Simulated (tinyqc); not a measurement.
Transparency density and B against temperature: optical gain and spontaneous emission in a bulk direct-gap semiconductor.

Parabolic bands, vertical transitions, no excitons. For each hole band j: mr = me mj/(me + mj); joint density of states J_j(E) = (mr/c)^(3/2) sqrt(E - Eg)/(2 pi^2), both spins, c = hbar^2/2m0; averaged matrix element |e.p|^2 = m0 Ep/6; alpha_j(E) = 4 pi^2 alpha_f c Ep J_j/(3 nr E) in 1/angstrom (alpha_f the fine-structure constant, listed as alpha among the constants), times 1e8 for 1/cm.

F_j(eta) = (1/Gamma(j + 1)) integral_0^infinity x^j dx/(1 + exp(x - eta)), which tends to exp(eta) for eta << 0.

Quasi-Fermi levels: n = Nc F_1/2(Fc/kT) and p = Nv F_1/2(Fv/kT), Fc counted up from the conduction edge and Fv down from the valence edge; Nc, Nv from N = 2 (m kB T/(4 pi c))^(3/2) with c = hbar^2/2m0, in 1/angstrom^3; times 1e24 for 1/cm^3, with me and (mhh^(3/2) + mlh^(3/2))^(2/3).

For band j the electron sits at Ee = (E - Eg) mr/me above its edge and the hole at Eh = (E - Eg) mr/mj; fe = 1/(1 + exp((Ee - Fc)/kT)), fh = 1/(1 + exp((Eh - Fv)/kT)); gain g = sum_j alpha_j (fe + fh - 1).

Spontaneous rate: R = integral of (nr E/(hbar c))^2/(pi^2 hbar) sum_j alpha_j fe fh dE, with alpha in 1/cm and (nr E/(hbar c))^2 in 1/cm^2 (1e16 per 1/angstrom^2); B = R/(n p); lifetime n/R.

Constants: hbar^2/2m0 = 3.80998211 eV angstrom^2; fine-structure constant alpha = 0.007297352564; kB = 8.617333262e-05 eV/K; hbar = 6.58211957e-16 eV s; hbar c = 1973.269805 eV angstrom.

Inputs chosen for the exercise (near those of GaAs; not measured data):
- Eg = 1.464 eV (direct gap)
- me = 0.0656 m0 (electron mass)
- mhh = 0.516 m0 (heavy-hole mass)
- mlh = 0.0861 m0 (light-hole mass)
- Ep = 26 eV (Kane energy)
- nr = 3.55 (refractive index)

Eg is held fixed; B is taken at n = 1e15 1/cm^3.

Results:

| T (K) | transparency density (1/cm^3) | Fc/kT there | B (cm^3/s) |
|---|---|---|---|
| 100 | 2.35e+17 | 2.052 | 1.30e-09 |
| 150 | 4.32e+17 | 2.052 | 7.12e-10 |
| 200 | 6.66e+17 | 2.052 | 4.64e-10 |
| 250 | 9.30e+17 | 2.052 | 3.34e-10 |
| 300 | 1.22e+18 | 2.052 | 2.55e-10 |
| 350 | 1.54e+18 | 2.052 | 2.03e-10 |
| 400 | 1.88e+18 | 2.052 | 1.67e-10 |
| 500 | 2.63e+18 | 2.052 | 1.21e-10 |

What does the comparison show, and why?

Fc/kT at transparency stays at 2.052, since it depends on Nv/Nc alone, so the density goes as T^1.50. B goes as T^-1.48, against T^-1.5 for non-degenerate carriers: hot carriers spread over k and fewer pairs share a wave vector.

Program tinyqc; command `OMP_NUM_THREADS=1 python tinyqc.py 1680642 1680643 out.jsonl`; about 0.09 s on one thread of a shared Intel(R) Xeon(R) Processor @ 2.30GHz.
